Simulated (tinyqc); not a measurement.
# MOS structure on a p-type body, non-linear Poisson equation by Newton steps: charge and capacitance against gate voltage

One dimension, insulator interface at x = 0, acceptor density Na, uniform, net doping C = -(acceptor density). psi is counted from the intrinsic level: n = ni exp((psi - Vb)/Vt), p = ni exp(-psi/Vt); deep in the body psi_b = -Vt ln(Na/ni). The gate acts through Cox = eps0 eox/tox and has the potential psi_G = Vg - (phiM - chi - Vt ln(Nc/ni)). Boltzmann statistics, full ionisation, classical densities, no oxide or interface charge.

ni = sqrt(Nc Nv) exp(-Eg/(2 Vt)), Eg in volts. The Poisson equation d/dx(eps0 eps_r dpsi/dx) = -q (p - n + C), with eps0 eps_r dpsi/dx = -Cox (psi_G - psi_0) at x = 0, is solved on a mesh of about 600 nodes or more. N_inv is the integral of n less its value deep in the body. C_LF = Cox (1 - dpsi_0/dVg) with all carriers following; C_HF is the same with the electron quasi-Fermi level shifting uniformly so that N_inv stays fixed. The centroid is that of the same excess.

Inputs (values chosen for the exercise); band and dielectric values those of a made-up semiconductor:

| symbol | value | unit | meaning |
|---|---|---|---|
| T | 300 | K | temperature |
| Eg | 1.42 | eV | band gap |
| eps_r | 11.5 |  | relative permittivity |
| Nc | 3.62e19 | cm^-3 | conduction-band density of states at T |
| Nv | 3.02e19 | cm^-3 | valence-band density of states at T |
| chi | 4.77 | eV | electron affinity |
| Na | 1.7e18 | cm^-3 | acceptor density deep in the body |
| eox | 3.9 |  | relative permittivity of the gate insulator (close to silicon dioxide) |
| tox | 12 | nm | insulator thickness |
| phiM | 5.16 | eV | gate work function |
| Vb | 0 | V | electron quasi-Fermi potential against the body |

Constants: q = 1.602176634e-19 C, kB = 1.380649e-23 J/K, Vt = kB T/q, eps0 = 8.8541878128e-14 F/cm where lengths are in cm. Results are converted to the units shown.

Charge and capacitance against gate voltage:
```
Vg (V)  psi_0 - psi_b (V)  N_inv (cm^-2)  C_LF/Cox  C_HF/Cox  centroid (nm)
2.85                 1.11         1.39e8     0.555     0.554          0.348
3.05                 1.20         4.19e9     0.562     0.544          0.334
3.26                 1.28        8.01e10     0.739     0.536          0.322
3.46                 1.31        3.05e11     0.881     0.533          0.314
3.66                 1.33        5.97e11     0.929     0.532          0.307
3.87                 1.34        9.30e11     0.951     0.531          0.301
4.07                 1.35        1.26e12     0.962     0.530          0.296
4.27                 1.36        1.59e12     0.969     0.530          0.291
```

N_inv goes from 1.39e8 to 1.59e12 cm^-2 and passes 2e11 cm^-2 at Vg = 3.38 V. Below threshold it takes 135 mV a decade between Vg = 2.85 and 3.05 V, against Vt ln 10 = 59.5 mV. C_LF/Cox is lowest, 0.555, at Vg = 2.85 V among the rows listed and ends at 0.969, while C_HF/Cox ends at 0.530. Between the last two rows q dN_inv/dVg is 0.935 Cox. Where the classical centroid is under about 2 nm, confinement would move the charge away from the interface and raise the threshold.

tinyqc, about 0.5 s, one thread, Intel Xeon 2.30GHz (shared host): `OMP_NUM_THREADS=1 python tinyqc.py 2080054 2080055 out.jsonl`
